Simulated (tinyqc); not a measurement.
Inside a calculation. Method: Hueckel theory of the pi electrons with the omega technique, for the molecule Bc1nnc2[nH]cnc2n1 (SMILES; centres numbered as the heavy atoms are written). One step of it, computed by the program tinyqc.

Problem. Orbitals, round 1. Diagonalise; E = alpha + x beta with beta < 0, so the largest x are filled first; degenerate levels share their electrons. P = sum n_i c_ri c_si; each orbital has its largest coefficient positive (the first on a tie).

Hueckel matrix in units of beta (H = alpha + beta A), order 1B, 2C, 3N, 4N, 5C, 6N, 7C, 8N, 9C, 10N:
```
[[-0.930000, 0.670000, 0.000000, 0.000000, 0.000000, 0.000000, 0.000000, 0.000000, 0.000000, 0.000000],
 [0.670000, 0.000000, 0.970000, 0.000000, 0.000000, 0.000000, 0.000000, 0.000000, 0.000000, 0.970000],
 [0.000000, 0.970000, 0.540000, 0.970000, 0.000000, 0.000000, 0.000000, 0.000000, 0.000000, 0.000000],
 [0.000000, 0.000000, 0.970000, 0.540000, 0.970000, 0.000000, 0.000000, 0.000000, 0.000000, 0.000000],
 [0.000000, 0.000000, 0.000000, 0.970000, 0.000000, 0.720000, 0.000000, 0.000000, 1.000000, 0.000000],
 [0.000000, 0.000000, 0.000000, 0.000000, 0.720000, 1.560000, 0.720000, 0.000000, 0.000000, 0.000000],
 [0.000000, 0.000000, 0.000000, 0.000000, 0.000000, 0.720000, 0.000000, 0.970000, 0.000000, 0.000000],
 [0.000000, 0.000000, 0.000000, 0.000000, 0.000000, 0.000000, 0.970000, 0.540000, 0.970000, 0.000000],
 [0.000000, 0.000000, 0.000000, 0.000000, 1.000000, 0.000000, 0.000000, 0.970000, 0.000000, 0.970000],
 [0.000000, 0.970000, 0.000000, 0.000000, 0.000000, 0.000000, 0.000000, 0.000000, 0.970000, 0.540000]]
```

pi electrons, sum of z_r less the charge = 10

Give: x values; occupations; coefficients; charge and bond-order matrix P.

Solution.

x values: [2.556, 1.981, 1.649, 1.118, 0.886, -0.430, -0.551, -1.051, -1.424, -1.943]

occupations: [2.000, 2.000, 2.000, 2.000, 2.000, 0.000, 0.000, 0.000, 0.000, 0.000]

coefficients, order 1B, 2C, 3N, 4N, 5C, 6N, 7C, 8N, 9C, 10N:
```
[[0.042, -0.094, 0.013, 0.142, 0.076, -0.345, 0.582, -0.191, 0.633, -0.263],
 [0.221, -0.408, 0.049, 0.434, 0.206, -0.258, 0.329, 0.035, -0.467, 0.397],
 [0.261, -0.462, -0.328, 0.000, 0.414, -0.171, -0.514, 0.196, 0.201, -0.259],
 [0.321, -0.279, -0.425, -0.434, -0.059, 0.429, 0.249, -0.356, 0.059, 0.266],
 [0.406, 0.048, -0.157, -0.258, -0.435, -0.258, 0.234, 0.388, -0.321, -0.421],
 [0.474, 0.572, -0.360, 0.454, -0.032, -0.054, -0.174, -0.270, 0.039, 0.067],
 [0.249, 0.287, 0.113, -0.020, 0.465, 0.407, 0.276, 0.592, 0.158, 0.093],
 [0.306, 0.162, 0.459, -0.360, 0.448, -0.140, -0.027, -0.442, -0.262, -0.236],
 [0.386, -0.047, 0.412, -0.194, -0.305, -0.267, -0.245, 0.132, 0.371, 0.512],
 [0.292, -0.306, 0.403, 0.403, -0.278, 0.524, -0.075, -0.101, 0.047, -0.355]]
```

charge and bond-order matrix P, order 1B, 2C, 3N, 4N, 5C, 6N, 7C, 8N, 9C, 10N:
```
[[0.073, 0.251, 0.163, -0.064, -0.118, 0.048, 0.035, -0.027, -0.050, 0.165],
 [0.251, 0.897, 0.630, -0.074, -0.279, 0.088, 0.061, -0.080, -0.046, 0.653],
 [0.163, 0.630, 1.121, 0.656, -0.089, -0.072, 0.175, 0.079, -0.279, -0.061],
 [-0.064, -0.074, 0.656, 1.106, 0.643, -0.100, -0.133, -0.024, 0.128, -0.302],
 [-0.118, -0.279, -0.089, 0.643, 0.895, 0.345, -0.199, -0.084, 0.545, 0.115],
 [0.048, 0.088, -0.072, -0.100, 0.345, 1.775, 0.435, -0.211, -0.141, 0.020],
 [0.035, 0.061, 0.175, -0.133, -0.199, 0.435, 0.747, 0.779, -0.017, -0.214],
 [-0.027, -0.080, 0.079, -0.024, -0.084, -0.211, 0.779, 1.320, 0.465, -0.090],
 [-0.050, -0.046, -0.279, 0.128, 0.545, -0.141, -0.017, 0.465, 0.902, 0.599],
 [0.165, 0.653, -0.061, -0.302, 0.115, 0.020, -0.214, -0.090, 0.599, 1.161]]
```
